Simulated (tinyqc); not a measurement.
One level coupled to a phonon between two leads, self-consistent Born approximation: one step of the calculation.

Wide-band leads with mu_L = +V/2 and mu_R = -V/2; phonons in equilibrium, Nq = 1/(exp(w0/kB T) - 1). Scattering links only energies that differ by w0, so a ladder E_k = E1 + k w0 closes on itself; terms that reach past its ends are dropped. Gn and Gp are the electron and hole parts of the spectral function A = Gn + Gp.

Problem. Currents on the rungs. Spectral currents into the level: iL = GL [fL Gp - (1 - fL) Gn], iR = GR [fR Gp - (1 - fR) Gn].

Parameters, values chosen for the exercise:
- GL = 24 meV (coupling to the left lead)
- GR = 16 meV (coupling to the right lead)

```
rung  converged Gn (1/meV)  converged Gp (1/meV)           fL            fR
0             0.0057117656          3.7270423e-4   0.99999639    0.84579524
1              0.013067087          0.0052601884   0.99994158    0.25292202
2              0.053497085           0.034059766   0.99905437   0.020468792
3              0.018824842           0.013798829   0.98489674  0.0012881528
4             0.0041590903          0.0045859008   0.80099778  7.9606006e-5
5             4.5128903e-4          0.0033370004   0.19900222  4.9139588e-6
6             1.8957864e-5          0.0020735682  0.015103255  3.0331001e-7
```

Find: iL; iR; iL + iR; sum of iL.

Solution.

```
rung      iL       iR   iL + iR
0     0.0089  -0.0090  -0.00010
1     0.1262  -0.1349  -0.00869
2     0.8154  -0.8273  -0.01183
3     0.3193  -0.3005   0.01882
4     0.0683  -0.0665   0.00176
5     0.0073  -0.0072   0.00004
6     0.0003  -0.0003   0.00000
```

sum of iL = 1.346

On a single rung iL + iR need not vanish (largest 0.019), since phonons move electrons between rungs; summed over the ladder it does.

Range of the model: The self-consistent Born approximation keeps only non-crossing phonon lines and no Hartree shift; it is rough once the coupling nears the phonon energy.

Computed by the program tinyqc: `OMP_NUM_THREADS=1 python tinyqc.py 2720105 2720106 out.jsonl`, one thread of a shared Intel Xeon 2.30GHz, about 0.09 s for the whole run.
